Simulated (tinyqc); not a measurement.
# Two-dimensional dopant profile at a mask edge: lateral junction, overlap and effective channel length, step by step

A worked calculation. Computed by tinyqc, a small Python program that keeps every step. Command: `OMP_NUM_THREADS=1 python tinyqc.py 3014245 3014246 out.jsonl lateral walk`. One thread of a shared host (Intel(R) Xeon(R) Processor @ 2.30GHz), about 0.02 s of CPU time with the checks. Intermediate numbers are printed to about 7 digits and carried at full precision; extremes and crossings named in words are read from the listed rows.

Ions enter for y < 0; the mask (spacer, then gate) covers y > 0. x is the depth. The surface reflects dopant during the anneal.

Inputs (values chosen for the exercise, modelled on a source-drain extension in silicon):
```
quantity               value    unit
dose Q               2.5e+14  1/cm^2
projected range R_p       17      nm
vertical straggle        7.1      nm
lateral straggle         3.8      nm
anneal budget D t    3.5e-13    cm^2
channel doping C_B   2.6e+17  1/cm^3
gate length L_g          130      nm
offset spacer           0.27      nm
oxide thickness          3.5      nm
```

Constants: eps_0 = 8.8541878128e-12 F/m.

## Widths and vertical profile

Widths s_x^2 = (vertical straggle)^2 + 2 D t, s_y^2 = (lateral straggle)^2 + 2 D t. C(x, y) = V(x) (1/2) erfc(y/(sqrt2 s_y)), V(x) = Q/(sqrt(2 pi) s_x) [exp(-(x - R_p)^2/(2 s_x^2)) + exp(-(x + R_p)^2/(2 s_x^2))]; 1 nm = 1e-7 cm. The vertical junction far from the mask solves V(x) = C_B.

s_x = 10.97315 nm

s_y = 9.189124 nm

V at the surface = 5.474779e+19 1/cm^3

V at R_p = 9.163837e+19 1/cm^3

vertical junction x_j = 54.55553 nm

## Lateral junction at the surface

The lateral junction at depth x solves C = C_B: y_j(x) = sqrt2 s_y erfc^-1(2 C_B/V(x)). Overlap under the gate = y_j(0) - spacer; metallurgical channel L_met = L_g - 2 overlap (tails from the two sides are not added). Abruptness at y_j(0) in nm per decade = ln(10) s_y sqrt(pi/2) exp(u^2) erfc(u), u = y_j/(sqrt2 s_y). Overlap capacitance per width = 3.9 eps_0 overlap/t_ox (zero if there is no overlap).

lateral junction y_j(0) = 23.83278 nm

ratio y_j(0)/x_j = 0.4368535

overlap = 23.56278 nm

metallurgical channel L_met = 82.87445 nm

lateral abruptness = 7.275576 nm/decade

overlap capacitance = 0.2324726 fF/um

The two overlaps take 36 % of the gate length. Caution: the profile peaks below the surface, where the junction reaches further under the gate than y_j(0); the overlap given is the one at the surface.

## Junction contour

The lateral junction at depth x solves C = C_B: y_j(x) = sqrt2 s_y erfc^-1(2 C_B/V(x)). Depths are 0, 0.15, 0.3, 0.45, 0.6, 0.75, 0.9 and 0.97 of x_j.

Contour:
```
x/x_j    x (nm)    V (1/cm^3)  y_j (nm)
0.00    0.00000  5.474779e+19  23.83278
0.15    8.18333  7.234472e+19  24.70051
0.30   16.36666  9.163206e+19  25.41711
0.45   24.54999  7.180332e+19  24.67745
0.60   32.73332  3.252014e+19  22.13790
0.75   40.91665  8.452168e+18  17.18109
0.90   49.09998  1.259743e+18   7.52595
0.97   52.91886  4.283883e+17  -2.49316
```

The contour reaches furthest, 25.42 nm, at x/x_j = 0.3 among these rows, below the surface, where punch-through would start. It crosses the mask edge where V = 2 C_B.

## What the anneal budget does

x_j solves V(x) = C_B. Budgets are multiples of the given D t (at 0 the mirror term is kept, which overstates V(0) as implanted); those with V(0) not above 2.5 C_B are left out.

Junctions (nm):
```
multiple       s_x       s_y       x_j    y_j(0)    y_j/x_j     L_met
0.0        7.10000   3.80000   42.1867   8.12378  0.1925674  114.2924
0.1        7.57694   4.63033   43.7393  10.41633  0.2381455  109.7073
0.3        8.45044   5.95315   46.5596  14.25192  0.3061009  102.0362
1.0       10.97315   9.18912   54.5555  23.83278  0.4368535   82.8744
2.0       13.79891  12.42739   63.2937  33.12742  0.5233922   64.2852
4.0       18.17718  17.15925   76.4724  46.00566  0.6015980   38.5287
8.0       24.70648  23.96748   95.5184  63.40202  0.6637679    3.7360
16.0      34.21126  33.68145  122.4214  86.65274  0.7078233  -42.7655
```

The ratio y_j/x_j goes from 0.19 to 0.71: as implanted, x_j includes R_p and y_j only the lateral straggle; after long diffusion both scale roughly with sqrt(D t) as long as V(0) stays far above C_B, and the ratio stays below 1 because the edge starts from half the concentration and an erfc falls faster than the Gaussian. L_met is negative in the rows beyond a multiple of 8: source and drain merge.

Checks made by the program: lateral profile against the convolution of a step with a Gaussian (relative difference 1e-10).
